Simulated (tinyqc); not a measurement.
# Read current of a NAND string, cells in series solved by shooting, step by step

tinyqc, about 0.4 s, one thread, Intel Xeon 2.30GHz (shared host): `OMP_NUM_THREADS=1 python tinyqc.py 2142190 2142191 out.jsonl` Printed values are rounded.

Cells in series, numbered from 0 at the source line (0 V) to the bit line, each followed by a gap resistance Rg. A cell with gate Vg, threshold VT, source Vs and drain Vd passes I = 2 nf K Vt^2 [F(Vs) - F(Vd)]/(1 + th max(Vg - VT, 0)), F(V) = ln^2(1 + exp((Vg - VT - nf V)/(2 nf Vt))). The selected cell has Vg = Vr, the others Vg = Vp.

Inputs (values chosen for the exercise); values of the order met in vertical NAND strings:
- T = 300 K (temperature)
- K = 3.7 uA/V^2 (gain factor of a cell)
- nf = 2.3 (slope factor)
- th = 0.16 1/V (mobility reduction factor)
- Rg = 11 kohm (resistance of the gap between cells)
- Vbl = 0.5 V (bit-line voltage)
- Vp = 6 V (pass voltage)
- Vr = 3.14 V (read voltage on the selected word line)

Constants: q = 1.602176634e-19 C, kB = 1.380649e-23 J/K, Vt = kB T/q. Results are converted to the units shown.

## Step 1: node voltages for a trial current

first trial current = 0.13 uA
thresholds from the source end, cell 0 to 4 (V): 4.5  4.5  4.5  2.1  4.5

For a trial current I start at 0 V and, cell by cell (the selected one is cell 3), solve for the drain: sqrt(F(Vd)) = sqrt(F(Vs) - I/k), k = 2 nf K Vt^2/(1 + th max(Vg - VT, 0)), Vd = [Vg - VT - 2 nf Vt ln(exp(sqrt F) - 1)]/nf, then add I Rg.

node voltage after each cell and gap, trial 1, cell 0 to 4 (V): 0.0311525  0.0638730  0.0984350  0.154540  0.195618

## Step 2: node voltages for a trial current

second trial current = 0.21 uA

As before.

node voltage after each cell and gap, trial 2, cell 0 to 4 (V): 0.0510505  0.106625  0.168251  0.305074  0.411387

## Course of the secant iteration

Secant steps on the end voltage less Vbl, from the two trials; a trial above the saturation current of a cell has no solution and is moved halfway to the previous trial. Stop below 1e-9 V.

Course of the iteration:
```
iteration    I (uA)  end voltage - Vbl (V)  halvings
1          0.226427                 0.0235         1
2          0.222988                -0.0104         0
3          0.224042               -1.14e-3         0
4          0.224172                5.82e-5         0
5          0.224166               -3.21e-7         0
6          0.224166              -9.01e-11         0
```

Converged in 6 iterations to I = 0.22417 uA. The selected cell takes 33.6 % of the bit-line voltage and the gaps together 2.47 %.
